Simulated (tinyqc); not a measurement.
p-n diode with diffusion and depletion-layer recombination: one step of the calculation.

Abrupt junction in the depletion approximation, low injection, full ionisation, neutral widths fixed, ohmic contact on the p side. Vj is the junction voltage; where a series resistance Rs is given, V = Vj + J Rs is the terminal voltage.

Problem. Diffusion lengths and saturation currents. ni = sqrt(Nc Nv) exp(-Eg/(2 Vt)), Eg in volts; D = mu Vt; Ln = sqrt(Dn tn), Lp = sqrt(Dp tp); J0n = q ni^2 Dn coth(wp/Ln)/(Ln Na); J0p = (q ni^2 Dp/(Lp Nd)) (s + tanh(wn/Lp))/(1 + s tanh(wn/Lp)), s = Sp Lp/Dp.

Values chosen for this exercise; band and dielectric values those of a made-up semiconductor:
- T = 300 K (temperature)
- Eg = 1.05 eV (band gap)
- Nc = 2.47e19 cm^-3 (conduction-band density of states at T)
- Nv = 2.42e19 cm^-3 (valence-band density of states at T)
- Na = 6.7e16 cm^-3 (acceptor density)
- Nd = 9.7e17 cm^-3 (donor density)
- mun = 690 cm^2/(V s) (electron mobility in the p side)
- mup = 140 cm^2/(V s) (hole mobility in the n side)
- tn = 1e-5 s (electron lifetime)
- tp = 1e-9 s (hole lifetime)
- wp = 4 um (neutral width of the p side)
- wn = 120 um (neutral width of the n side)
- Sp = 1e7 cm/s (recombination velocity at the n contact)

Constants: q = 1.602176634e-19 C, kB = 1.380649e-23 J/K, Vt = kB T/q. Results are converted to the units shown.

Find: ni; Ln; Lp; J0n; J0p.

Solution.

ni = 3.7038e10 cm^-3
Ln = 133.56 um
Lp = 0.60160 um
J0n = 1.4633e-10 A/cm^2
J0p = 1.3631e-11 A/cm^2

wp/Ln = 0.030 and wn/Lp = 200; electrons carry 91.5 % of the diffusion current.

Program tinyqc, `OMP_NUM_THREADS=1 python tinyqc.py 2260002 2260003 out.jsonl`; Intel Xeon 2.30GHz, shared host, one thread, about 0.01 s.
